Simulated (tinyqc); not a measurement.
Interdiffusion of a quantum well during annealing: blurred potential and shift of the confined levels: one step, computed by the program tinyqc. Command: `OMP_NUM_THREADS=1 python tinyqc.py 3025052 3025053 out.jsonl qwi walk`. One thread of a shared host (Intel(R) Xeon(R) Processor @ 2.30GHz), about 0.06 s of CPU time with the checks.

A square well of width w is blurred by Fick diffusion with a constant coefficient; band offsets are linear in composition, masses are uniform, and strain and excitons are ignored.

Task: Diffusion length. D = D0 exp(-E/(k_B T)); L = sqrt(D t); share of well material at the centre erf(w/(4L)); 1 nm = 1e-7 cm. Temperatures in kelvin are T(C) + 273.15.

Inputs (values chosen for the exercise, modelled on GaAs in AlGaAs):
```
quantity,value,unit
well width w,4.1,nm
prefactor D0,4,cm^2/s
activation energy E,3.79,eV
anneal temperature T,890,C
anneal time t,120,s
```

Constants: k_B = 8.617333262e-05 eV/K.

Give: diffusivity D; diffusion length L; ratio L/w; share at the centre.

Result:

diffusivity D = 1.5152e-16 cm^2/s

diffusion length L = 1.3484 nm

ratio L/w = 0.32889

share at the centre = 0.71762
